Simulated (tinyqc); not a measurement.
Worked calculation: harmonic frequencies on the UHF/sto-3g surface (energies and gradients from PySCF), for H4+, spin multiplicity 2. One step of it, computed by the program tinyqc.

Task: One row of the Hessian: 1Hz. Displace 1Hz by +/-0.01 bohr; H(k, :) = (g(+) - g(-)) / (2 delta).

optimised positions (bohr):
```
,x,y,z
1H,-0.085878,-0.514413,0.231395
2H,-0.018643,-0.333243,1.791145
3H,0.138087,3.538772,0.541002
4H,0.047693,1.659034,0.764265
```

gradient at +delta (hartree/bohr):
```
,x,y,z
1H,0.00013058,0.00051919,0.00277138
2H,-0.00011219,-0.00017378,-0.00276969
3H,-0.00000747,-0.00018285,0.00005126
4H,-0.00001092,-0.00016255,-0.00005294
```

gradient at -delta (hartree/bohr):
```
,x,y,z
1H,-0.00012233,-0.00049131,-0.00265598
2H,0.00010648,0.00014748,0.00265453
3H,0.00000881,0.00016006,-0.00005408
4H,0.00000704,0.00018376,0.00005553
```

Give: row of the Hessian.

Result:

row of the Hessian (hartree/bohr^2): 1Hx 0.01265, 1Hy 0.05052, 1Hz 0.27137, 2Hx -0.01093, 2Hy -0.01606, 2Hz -0.27121, 3Hx -0.00081, 3Hy -0.01715, 3Hz 0.00527, 4Hx -0.00090, 4Hy -0.01732, 4Hz -0.00542
